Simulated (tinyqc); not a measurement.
Slater-Koster d bands of a bcc metal: one step. Levels and character. The numbers come from values chosen for the exercise (of the size met in Ta).

H(k) (eV), lower triangle:
```
               xy         yz         zx      x2-y2     3z2-r2
xy       1.917027
yz       1.449071   2.523143
zx      -0.702327   1.347033   1.863041
x2-y2           0  -0.337324  -0.695982  -2.228033
3z2-r2   0.747061   0.194754  -0.401826  -0.499841  -2.710792
```

Question. Diagonalise H; t2g is xy, yz, zx and eg the other two.

Give: levels; weights.

Answer.

levels (eV): -3.1815  -2.0086  -0.2052  2.7452  4.0145

weights:
```
     band 1  band 2  band 3  band 4  band 5
t2g   0.027   0.026   0.986   0.974   0.989
eg    0.973   0.974   0.014   0.026   0.011
```

Program tinyqc; command `OMP_NUM_THREADS=1 python tinyqc.py 1482853 1482854 out.jsonl`; about 0.06 s on one thread of a shared Intel(R) Xeon(R) Processor @ 2.30GHz.
